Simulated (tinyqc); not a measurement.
# On-chip interconnect, size-dependent resistivity and RC delay: two studies

A rectangular line between two neighbours and two ground planes. Surface and grain-boundary scattering are added to the bulk resistivity as corrections; capacitances are parallel-plate values without fringing; inductance is ignored.

Inputs (values chosen for the exercise); metal values close to those of copper: bulk resistivity rho0 = 1.7 uohm cm; bulk mean free path lam = 40.7 nm; specular share of surface scattering ps = 0; reflection coefficient of grain boundaries Rg = 0.23; grain size over the metal width gr = 2; drawn line width wd = 21 nm; aspect ratio, height over width AR = 1.6; liner on both walls and the bottom, not conducting tl = 1.1 nm; space to the neighbouring lines sp = 21 nm; dielectric height to the planes above and below hd = 34 nm; relative permittivity of the dielectric ek = 2.7; Miller factor of the neighbours Mf = 0; line length Lw = 120 um; load capacitance Cl = 0.27 fF; bulk resistivity of the second metal (close to ruthenium) rho2 = 7.7 uohm cm; mean free path of the second metal lam2 = 6.53 nm; liner of the second metal tl2 = 0.2 nm.

Constants: eps0 = 8.8541878128e-12 F/m. Results are converted to the units shown.

Each table varies one quantity; the others keep the values above.

## Delay against the driver resistance

Metal width x = wd - 2 tl, height y = AR wd - tl; grain boundaries (Mayadas-Shatzkes): al = (lam/(gr x)) Rg/(1 - Rg), g = 1/[1 - 3 al/2 + 3 al^2 - 3 al^3 ln(1 + 1/al)] - 1; surfaces (Fuchs-Sondheimer, thick limit): s = (3/8) lam (1 - ps)(1/x + 1/y); rho = rho0 (1 + g + s); r = rho/(x y); c = eps0 ek (2 wd/hd + 2 Mf AR wd/sp). Elmore delay tE = Rd (c Lw + Cl) + r Lw (c Lw/2 + Cl); t50 is the time at which the far end of a ladder of 30 pi sections (half capacitances at both ends, Cl at the far end, a step applied through Rd) reaches half the step; line share r Lw/(Rd + r Lw); estimate 0.69 Rd (c Lw + Cl) + 0.38 r c Lw^2 + 0.69 r Lw Cl.

The same in every row: rho (uohm cm) = 4.658; r (ohm/um) = 76.23; c (fF/um) = 0.02953.

Delay against the driver resistance:

| Rd (ohm) | tE (ps) | t50 (ps) | estimate (ps) | line share of the resistance (%) |
|---|---|---|---|---|
| 50 | 18.87 | 14.27 | 14.15 | 99.46 |
| 100 | 19.06 | 14.41 | 14.29 | 98.92 |
| 400 | 20.20 | 15.27 | 15.07 | 95.81 |
| 1000 | 22.49 | 16.97 | 16.65 | 90.15 |
| 3000 | 30.12 | 22.48 | 21.92 | 75.30 |
| 7000 | 45.37 | 33.21 | 32.44 | 56.65 |
| 20000 | 94.95 | 67.67 | 66.65 | 31.38 |
| 50000 | 209.4 | 147.0 | 145.6 | 15.47 |

As Rd goes from 50 to 50000, r stays at 76.2 ohm/um, c stays at 0.0295 fF/um and t50 rises from 14.3 to 147 ps. t50/tE lies between 0.702 and 0.756, and the estimate is within 2.5 % of t50.

## Two metals against line width

Metal width x = wd - 2 tl, height y = AR wd - tl; grain boundaries (Mayadas-Shatzkes): al = (lam/(gr x)) Rg/(1 - Rg), g = 1/[1 - 3 al/2 + 3 al^2 - 3 al^3 ln(1 + 1/al)] - 1; surfaces (Fuchs-Sondheimer, thick limit): s = (3/8) lam (1 - ps)(1/x + 1/y); rho = rho0 (1 + g + s); r = rho/(x y). The second metal has rho2, lam2 and tl2 in place of rho0, lam and tl; ps, Rg, gr and AR are shared.

Result of one run:

| wd (nm) | rho, first (uohm cm) | rho, second (uohm cm) | r, first (ohm/um) | r, second (ohm/um) | ratio second/first |
|---|---|---|---|---|---|
| 45 | 3.0214 | 8.6357 | 9.9569 | 26.967 | 2.7084 |

What becomes of these results when the drawn line width wd is changed from 45 to 70 nm, all else the same?

Result of the changed run:

| wd (nm) | rho, first (uohm cm) | rho, second (uohm cm) | r, first (ohm/um) | r, second (ohm/um) | ratio second/first |
|---|---|---|---|---|---|
| 70 | 2.5392 | 8.3004 | 3.3771 | 10.667 | 3.1587 |

The whole series:

| wd (nm) | rho, first (uohm cm) | rho, second (uohm cm) | r, first (ohm/um) | r, second (ohm/um) | ratio second/first |
|---|---|---|---|---|---|
| 5 | 19.739 | 16.556 | 10217 | 4614.2 | 0.45162 |
| 6.5 | 13.812 | 14.416 | 3453.8 | 2316.9 | 0.67083 |
| 8 | 10.843 | 13.110 | 1597.9 | 1369.0 | 0.85678 |
| 10 | 8.6036 | 11.997 | 740.29 | 790.95 | 1.0684 |
| 13 | 6.7561 | 10.984 | 317.55 | 423.19 | 1.3327 |
| 17 | 5.4307 | 10.200 | 140.59 | 227.57 | 1.6187 |
| 22 | 4.5121 | 9.6248 | 66.828 | 127.31 | 1.9051 |
| 30 | 3.7188 | 9.1073 | 28.522 | 64.368 | 2.2568 |
| 45 | 3.0214 | 8.6357 | 9.9569 | 26.967 | 2.7084 |
| 70 | 2.5392 | 8.3004 | 3.3771 | 10.667 | 3.1587 |
| 120 | 2.1854 | 8.0498 | 0.97181 | 3.5092 | 3.6110 |

The resistivity of the first metal falls from 19.7 to 2.19 uohm cm and that of the second goes from 16.6 to 8.05 uohm cm as the line widens. The products rho0 lam, which set the size effect, are 69.2 and 50.3 uohm cm nm. The two resistances cross at wd = 9.32 nm: below it the second metal gives the lower line resistance. For widths well under the mean free path the thick-limit surface term is only a guide.

Range of the model: The metal width is under the mean free path, where the thick-limit surface term and the simple sum of corrections lose accuracy.

Numbers from tinyqc (`OMP_NUM_THREADS=1 python tinyqc.py 2100017 2100018 out.jsonl`; about 0.01 s on one thread of a shared Intel Xeon 2.30GHz).
